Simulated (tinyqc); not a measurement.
X-ray photoelectron analysis of a thin oxide on a semiconductor: attenuation lengths, thickness, angle series and band offsets: one step, computed by the program tinyqc.

The same element is seen in the oxide and in the substrate, at nearly the same kinetic energy; films are flat and uniform, and the work function is ignored.

Problem. Peak ratio. R_0 = (rho_o/M_o) L_o/((rho_s/M_s) L_s); peak ratio R = I_ox/I_sub = R_0 [exp(d/(L_o cos theta)) - 1]; hence d = L_o cos theta ln(1 + R/R_0). A carbon layer weakens both peaks alike, by exp(-d_C/(L_o cos theta)) if its L is taken equal to L_o. This R_0 leaves out intrinsic losses from the substrate peak, so calibrated values can be larger.

Inputs (values chosen for the exercise, modelled on SiO2 on silicon): oxide density = 2.16 g/cm^3; oxide formula mass = 60.08 g/mol; substrate density = 2.33 g/cm^3; substrate formula mass = 28.09 g/mol; oxide thickness d = 2.4 nm; emission angle from the normal = 15 degrees; carbon overlayer = 0.97 nm.

L in the oxide = 3.156180 nm

L in the substrate = 2.510274 nm

Give: R_0; d/(L_o cos theta); ratio R; oxide share of the counts; attenuation by carbon; depth 3 L_o cos theta.

Solution.

R_0 = 0.5450

d/(L_o cos theta) = 0.7872

ratio R = 0.6525

oxide share of the counts = 0.3949

attenuation by carbon = 0.7275

depth 3 L_o cos theta = 9.146 nm
